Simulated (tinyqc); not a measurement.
Bethe-Salpeter matrix of a two-band chain (Tamm-Dancoff form), step by step. Values are carried at full precision from step to step, so a last printed digit may differ when a step is redone from the rounded ones.

One valence and one conduction band, lattice period 1, mesh k = 2 pi j/N. Pair energies D(k) = Eg + 2 t sum(1 - cos k), t = tc + tv. Screened attraction W(R) = U at R = 0 and V/|R| otherwise, R over the N cells with the nearest image; W(q) = sum_R W(R) cos(q R). H(k, k') = D(k) delta - W(k - k')/Nk + 2 J/Nk for singlets (J = 0 for triplets), Nk the number of k points. With a constant transition dipole the strength of a state is f = (sum_k A_k)^2/Nk, and the f sum to 1.

Inputs chosen for the exercise:
- Eg = 4 eV (quasiparticle gap)
- tc = 0.77 eV (conduction hopping)
- tv = 0.29 eV (valence hopping)
- U = 1.14 eV (attraction in the same cell)
- V = 0.34 eV (attraction at one cell distance)
- J = 0.28 eV (exchange in the same cell)
- N = 7 (k points along each axis)

## Pair energies and the kernel

List D(k), W(R) and W(q) on the mesh.

Mesh values (eV):
```
index j  D(k_j)  W(R = j)  W(q_j)
j0       4.0000    1.1400  2.3867
j1       4.7982    0.3400  1.2841
j2       6.5917    0.1700  0.8237
j3       8.0301    0.1133  0.6889
j4       8.0301    0.1133  0.6889
j5       6.5917    0.1700  0.8237
j6       4.7982    0.3400  1.2841
```

## The singlet matrix

Fill in H.

H (eV), lower triangle:
```
         j0       j1       j2       j3       j4       j5      j6
j0   3.7390
j1  -0.1034   4.5372
j2  -0.0377  -0.1034   6.3308
j3  -0.0184  -0.0377  -0.1034   7.7691
j4  -0.0184  -0.0184  -0.0377  -0.1034   7.7691
j5  -0.0377  -0.0184  -0.0184  -0.0377  -0.1034   6.3308
j6  -0.1034  -0.0377  -0.0184  -0.0184  -0.0377  -0.1034  4.5372
```

## Exciton levels and strengths

Diagonalise. For the lowest state give the amplitudes A_k (norm 1, largest positive) and f = (sum_k A_k)^2/Nk, Nk the size of the matrix.

levels (eV): 3.7093  4.5189  4.5707  6.3075  6.3505  7.6809  7.8755

amplitudes of the lowest state: j0 0.982, j1 0.132, j2 0.021, j3 0.007, j4 0.007, j5 0.021, j6 0.132

f of the lowest state = 0.242

The lowest state lies 0.2907 eV below the gap Eg = 4 eV and holds 24 % of the strength, against 14 % for one free pair. On a fine mesh the triplet and singlet bindings are 0.4372 and 0.2452 eV.

## Spectrum with and without the kernel

Distinct levels with their degeneracy and summed f, for singlets, beside the sorted triplet levels and free pairs.

Singlets:
```
E (eV)  degeneracy       f
3.7093           1  0.2423
4.5189           1  0.2458
4.5707           1  0.0000
6.3075           1  0.2922
6.3505           1  0.0000
7.6809           1  0.2197
7.8755           1  0.0000
```

triplet levels (eV): 3.5335  4.3910  4.5707  6.1530  6.3505  7.5791  7.8755

free pairs (eV): 4.0000  4.7982  4.7982  6.5917  6.5917  8.0301  8.0301

3 of the 7 singlets are dark; those whose amplitude vanishes at R = 0 also feel neither U nor J. The lowest singlet lies 0.1758 eV above the lowest triplet; first order gives 2 J f = 0.2194 eV with the f of the triplet envelope. The centre of the spectrum, sum f E = 5.5400 eV, equals mean D - U + 2J = 5.5400 eV.

## Checks

- Levels from the matrix in the electron-hole distance R against those in k: they agree to 1e-10 or better.

Run: tinyqc, `OMP_NUM_THREADS=1 python tinyqc.py 1251407 1251408 out.jsonl`; Intel(R) Xeon(R) Processor @ 2.30GHz, one thread, shared host; about 0.1 s of CPU time with all checks.
